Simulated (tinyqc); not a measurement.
# From S_eff in molecular flow back to pipe diameter d

Model: gas flow in a process chamber: flow regimes, conductance, effective pumping speed, pump-down, outgassing and purge. Computed by tinyqc, a small Python program. Command: `OMP_NUM_THREADS=1 python tinyqc.py 3120108 3120109 out.jsonl pump inv`. One thread of a shared host (Intel(R) Xeon(R) Processor @ 2.30GHz), about 0.01 s of CPU time with the checks.

Ideal gas, isothermal flow, a pump of constant speed at the end of a round pipe; process gas, volume gas and outgassing are given the same properties. 1 sccm = 101325 Pa x 1e-6 m^3/60 s x T/273.15 K.

Inputs (values chosen for the exercise, modelled on water vapour near room temperature):
```
quantity,value,unit
molar mass M,18.02,g/mol
molecular diameter,0.46,nm
temperature T,293,K
chamber volume V,11,L
pipe length l,360,cm
pump speed S,200,L/s
```

Constants: k_B = 1.380649e-23 J/K; u = 1.6605390666e-27 kg.

Method. Mean speed c = sqrt(8 k_B T/(pi m)); aperture conductance C_a = c pi d^2/16; molecular pipe C_m = C_a/(1 + 3 l/(4 d)) (Dushman form); viscous pipe C_v = pi d^4 p_mean/(128 eta l); Knudsen interpolation C = C_v + C_m (1 + x)/(1 + 1.24 x), x = d p_mean sqrt(m/(k_B T))/eta. Effective speed 1/S_eff = 1/S + 1/C_m; time constant V/S_eff; pressure at which the free path k_B T/(sqrt2 pi d_m^2 p) equals d.

Question. A run gave the result below. Find the pipe diameter d, known to lie between 6.2 and 15 cm.

S_eff in molecular flow = 29.04387 L/s

Answer.

Each step takes the trial c = (a f_b - b f_a)/(f_b - f_a), f being the result less the target and a, b, c the logarithms of the listed values; c replaces end b, the old b replaces a if the sign of f changed, and otherwise f_a is halved.

Scan of the range:
```
pipe diameter d (cm),S_eff in molecular flow (L/s)
6.20,9.4702
7.18,14.2857
8.32,21.3006
9.64,31.1572
11.20,44.6957
12.90,60.8307
15.00,81.1037
```

False position (Illinois rule, in the logarithm of the input) inside the bracket:
```
step,end a,end b,trial,S_eff in molecular flow (L/s)
1,8.32000,9.64000,9.34039,28.7725
2,9.64000,9.34039,9.37401,29.0361
3,9.64000,9.37401,9.37593,29.0512
4,9.37401,9.37593,9.37500,29.0439
5,9.37593,9.37500,9.37500,29.0439
```

S_eff in molecular flow rises at every point of a 13-point scan of the range (every second point is shown), so one value fits; it is bracketed by 8.32 and 9.64. Answer: pipe diameter d = 9.375 cm.
